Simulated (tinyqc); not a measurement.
What each value does: bond-orbital model of a tetrahedral semiconductor (Harrison's universal couplings).

Hybrid level eh = (es + 3 ep)/4; metallic energy V1 = (ep - es)/4 for each atom; covalent energy V2 = 3.22 hbar^2/(m d^2); polar energy V3 = (ehc - eha)/2; hbar^2/m = 2c, c = hbar^2/2m0. Polarity ap = V3/sqrt(V2^2 + V3^2), covalency ac = V2/sqrt(V2^2 + V3^2). p-p coupling at Gamma Exx = (4/3)(2.22 - 2 x 0.63) hbar^2/(m d^2) = 1.28 hbar^2/(m d^2), s-s coupling Ess = 4 x 1.32 hbar^2/(m d^2).

Constants: hbar^2/2m0 = 3.80998211 eV angstrom^2.

Parameters, chosen for this exercise (near tabulated values for Si; the model gives trends, and its gaps can be far from the real ones; not measured data):

| symbol | value | unit | meaning |
|---|---|---|---|
| esc | -14.62 | eV | s level, cation |
| epc | -7.65 | eV | p level, cation |
| esa | -14.62 | eV | s level, anion |
| epa | -7.65 | eV | p level, anion |
| d | 2.36 | angstrom | bond length |

The bond-antibond splitting is 2 sqrt(V2^2 + V3^2). E0 is the upper root of [[esa, 5.28 u], [5.28 u, esc]] less the lower root of [[epa, 1.28 u], [1.28 u, epc]], u = hbar^2/(m d^2).

Results for these values:

| case | ap | bond-antibond splitting (eV) | Ev (eV) | E0 (eV) |
|---|---|---|---|---|
| base | 0.0000 | 8.811 | -9.401 | 2.005 |

What happens to each result for d = 2.41 angstrom, all else kept?

Answer: ap does not change at the printed digits; bond-antibond splitting falls from 8.811 to 8.449; Ev rises from -9.401 to -9.329; E0 falls from 2.005 to 1.636.

The same for each parameter in turn:

| case | ap | bond-antibond splitting (eV) | Ev (eV) | E0 (eV) |
|---|---|---|---|---|
| base | 0.0000 | 8.811 | -9.401 | 2.005 |
| esc = -14.12 eV | 0.0142 | 8.812 | -9.401 | 2.259 |
| epc = -7.15 eV | 0.0425 | 8.819 | -9.169 | 1.773 |
| esa = -14.12 eV | -0.0142 | 8.812 | -9.401 | 2.259 |
| epa = -7.15 eV | -0.0425 | 8.819 | -9.169 | 1.773 |
| d = 2.41 angstrom | 0.0000 | 8.449 | -9.329 | 1.636 |

tinyqc: `OMP_NUM_THREADS=1 python tinyqc.py 1482266 1482267 out.jsonl`; about 0.01 s, one thread, shared Intel(R) Xeon(R) Processor @ 2.30GHz.
